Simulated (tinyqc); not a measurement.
Strength of the heavy-light coupling: shallow acceptor in the spherical four-band model.

The ground state 1S3/2 has an L = 0 part f(r) and an L = 2 part g(r). In units of Ry* and a*, with Gaussians f_i = exp(-a_i r^2), g_i = r^2 exp(-a_i r^2), A = a_i + a_j and I(n) = Gamma((n + 1)/2)/(2 A^((n + 1)/2)): S_ff = I(2), S_gg = I(6), H_ff = (6 a_i a_j/A) I(2) - 2 I(1), H_gg = (14 a_i a_j/A) I(6) - 2 I(5), H_fg = -mu [15 I(2) - 20 a_j I(4) + 4 a_j^2 I(6)]; each function is then normalised. The split-off band is left out.

Converged values use 22 exponents 2.2^i, i = -7 to 14, for f and for g.

Inputs chosen for the exercise (out of a larger set: near those of a shallow acceptor in Si, where the small spin-orbit splitting and strong warping make this model rough; not measured data): mus = (0.2, 0.26, 0.49, 0.6, 0.71, 0.81, 0.87) (couplings).

Ry* = 20.7215 meV

Converged values in Ry* and a*; the heavy-mass hydrogen model gives 1/(1 - mu).

Results:

| mu | binding (Ry*) | 1/(1 - mu) | ratio | L = 2 weight | <r> (a*) | binding (meV) |
|---|---|---|---|---|---|---|
| 0.20 | 1.037 | 1.250 | 0.830 | 0.017 | 1.454 | 21.5 |
| 0.26 | 1.065 | 1.351 | 0.788 | 0.029 | 1.423 | 22.1 |
| 0.49 | 1.283 | 1.961 | 0.654 | 0.105 | 1.213 | 26.6 |
| 0.60 | 1.503 | 2.500 | 0.601 | 0.161 | 1.056 | 31.1 |
| 0.71 | 1.906 | 3.448 | 0.553 | 0.230 | 0.853 | 39.5 |
| 0.81 | 2.695 | 5.263 | 0.512 | 0.307 | 0.621 | 55.8 |
| 0.87 | 3.758 | 7.692 | 0.488 | 0.359 | 0.455 | 77.9 |

The binding starts as 1 + O(mu^2), 1.037 at mu = 0.20, since the coupling enters in second order, and reaches 3.76 at mu = 0.87. The ratio to the heavy-mass model falls from 0.83 to 0.49, towards about 0.44 as mu goes to 1: the bound hole is only partly heavy. The L = 2 weight grows to 0.36 and the radius shrinks by a factor 3.2.

Run: tinyqc, `OMP_NUM_THREADS=1 python tinyqc.py 1281873 1281874 out.jsonl`; Intel(R) Xeon(R) Processor @ 2.30GHz, one thread, shared host; about 0.04 s of CPU time with all checks.
